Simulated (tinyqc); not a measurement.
Electrons shared among three sets of ellipsoidal valleys: one step. Fermi level and populations. Four cases, with inputs chosen for the exercise.

Problem. Solve n = sum_i N_i F_1/2((EF - dE_i)/kT), energies from the edge of the first set.

F_j(eta) = (1/Gamma(j + 1)) integral_0^infinity x^j dx/(1 + exp(x - eta)), which tends to exp(eta) for eta << 0.

Case 1.

Values chosen (out of a larger set: masses and offsets near those of AlAs; mobilities are free inputs, held fixed; not measured data): dE = (0, 0.274, 0.795) eV (edges of X, L, Gamma above the first); n = 2.7e+17 1/cm^3 (total electron density).

N_i (1/cm^3): X 3.366827e+19, L 3.737351e+19, Gamma 3.074240e+18

kT = 0.04308667 eV

Case 2.

Values chosen (out of a larger set: masses and offsets near those of InP; mobilities are free inputs, held fixed; not measured data): dE = (0, 0.492, 0.945) eV (edges of Gamma, L, X above the first); n = 1.8e+17 1/cm^3 (total electron density).

N_i (1/cm^3): Gamma 5.257659e+17, L 1.795852e+19, X 2.205114e+19

kT = 0.02585200 eV

Case 3.

Values chosen (out of a larger set: masses and offsets near those of GaSb; mobilities are free inputs, held fixed; not measured data): dE = (0, 0.086, 0.276) eV (edges of Gamma, L, X above the first); n = 5.5e+18 1/cm^3 (total electron density).

N_i (1/cm^3): Gamma 3.090794e+17, L 1.840260e+19, X 3.014036e+19

kT = 0.03446933 eV

Case 4.

Values chosen (out of a larger set: masses and offsets near those of Ge; mobilities are free inputs, held fixed; not measured data): dE = (0, 0.111, 0.176) eV (edges of L, Gamma, Delta above the first); n = 3.5e+18 1/cm^3 (total electron density).

N_i (1/cm^3): L 1.020316e+19, Gamma 2.159961e+17, Delta 2.752292e+19

kT = 0.02585200 eV

Give: EF; eta_i; n_i; shares.

Solution.

Case 1.

EF = -0.2079 eV

eta_i: X -4.82, L -11.18, Gamma -23.28

n_i (1/cm^3): X 2.69e+17, L 5.19e+14, Gamma 2.39e+08

shares: X 0.9981, L 0.0019, Gamma 0.0000

X holds most electrons (99.8 %). Boltzmann weights N_i exp(-dE_i/kT) would give L a share of 0.0019.

Case 2.

EF = -0.0246 eV

eta_i: Gamma -0.95, L -19.98, X -37.51

n_i (1/cm^3): Gamma 1.80e+17, L 3.77e+10, X 1.13e+03

shares: Gamma 1.0000, L 0.0000, X 0.0000

Gamma holds most electrons (100.0 %). Boltzmann weights N_i exp(-dE_i/kT) would give L a share of 0.0000.

Case 3.

EF = 0.0435 eV

eta_i: Gamma 1.26, L -1.23, X -6.74

n_i (1/cm^3): Gamma 5.75e+17, L 4.89e+18, X 3.55e+16

shares: Gamma 0.1046, L 0.8889, X 0.0065

L holds most electrons (88.9 %). Boltzmann weights N_i exp(-dE_i/kT) would give L a share of 0.8263.

Case 4.

EF = -0.0246 eV

eta_i: L -0.95, Gamma -5.25, Delta -7.76

n_i (1/cm^3): L 3.49e+18, Gamma 1.13e+15, Delta 1.17e+16

shares: L 0.9963, Gamma 0.0003, Delta 0.0033

L holds most electrons (99.6 %). Boltzmann weights N_i exp(-dE_i/kT) would give Gamma a share of 0.0003.

Computed by tinyqc, one run a case: `OMP_NUM_THREADS=1 python tinyqc.py N N+1 out.jsonl` with N = 1651999, 1652024, 1652485, 1652691; one thread of a shared Intel(R) Xeon(R) Processor @ 2.30GHz, about 0.02 s a run at most.
